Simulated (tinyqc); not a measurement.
Donor in an ellipsoidal valley (Kohn-Luttinger variational method): one step, computed by the program tinyqc. Command: `OMP_NUM_THREADS=1 python tinyqc.py 3024311 3024312 out.jsonl kohnlutt walk`. One thread of a shared host (Intel(R) Xeon(R) Processor @ 2.30GHz), about 0.04 s of CPU time with the checks.

H = -(d^2/dx^2 + d^2/dy^2) - gamma d^2/dz^2 - 2/r in units built on m_t, with gamma = m_t/m_l and z along the valley axis. One valley; no valley-orbit or central-cell term.

Question. Effective units. Ry* = Ry m_t/eps^2, a* = a_0 eps/m_t, gamma = m_t/m_l.

Inputs (values chosen for the exercise, modelled on silicon): transverse mass m_t = 0.192 m_0; longitudinal mass m_l = 0.922 m_0; dielectric constant eps = 11.4.

Constants: Ry = 13.605693123 eV; a_0 = 0.529177210903 angstrom.

Give: Ry*; a*; gamma.

Answer.

Ry* = 20.10 meV

a* = 31.42 angstrom

gamma = 0.2082
